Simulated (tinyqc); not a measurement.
Deep-level transient spectroscopy (DLTS) of one majority-carrier trap: one step, computed by the program tinyqc. Command: `OMP_NUM_THREADS=1 python tinyqc.py 3001336 3001337 out.jsonl dlts walk`. One thread of a shared host (Intel(R) Xeon(R) Processor @ 2.30GHz), about 0.06 s of CPU time with the checks.

A filling pulse loads the traps in a one-sided junction; under reverse bias they empty at the rate e, and the capacitance relaxes as C(t) = C_0 - dC exp(-e t). The signal is S = [C(t_2) - C(t_1)]/dC.

Question. Peak temperature and width. e = g sigma v N_b exp(-E/k_B T), v = sqrt(3 k_B T/m), N_b = 2 M (2 pi m k_B T/h^2)^(3/2), sigma = sigma_0, E = E_t. S(e) = exp(-e t_1) - exp(-e t_2) peaks at the rate window e_0 = ln(t_2/t_1)/(t_2 - t_1). T_p solves e(T) = e_0 (bisection between 15 and 1500 K); the half-height points solve S = S_max/2 on either side.

Inputs (values chosen for the exercise, with mass and screening modelled on GaP):
```
quantity                    value  unit
density-of-states mass m    0.494   m_0
valleys M                       3     -
trap depth E_t              0.228    eV
cross-section sigma_0     2.8e-15  cm^2
degeneracy ratio g              2     -
gate time t_1               0.004     s
ratio t_2/t_1                   2     -
temperature T                 125     K
```

Carriers: electrons. Extra term: none.

rate window e_0 = 173.2868 1/s

peak height S_max = 0.25

Constants: k_B = 8.617333262e-05 eV/K; k_B = 1.380649e-23 J/K; m_0 = 9.1093837015e-31 kg; h = 6.62607015e-34 J s.

Give: peak temperature T_p; lower half-height point; upper half-height point; full width.

Answer.

peak temperature T_p = 122.6 K

lower half-height point = 115.4 K

upper half-height point = 128.2 K

full width = 12.78 K

The width is 10.4 % of T_p, and E_t is 21.6 k_B T_p.
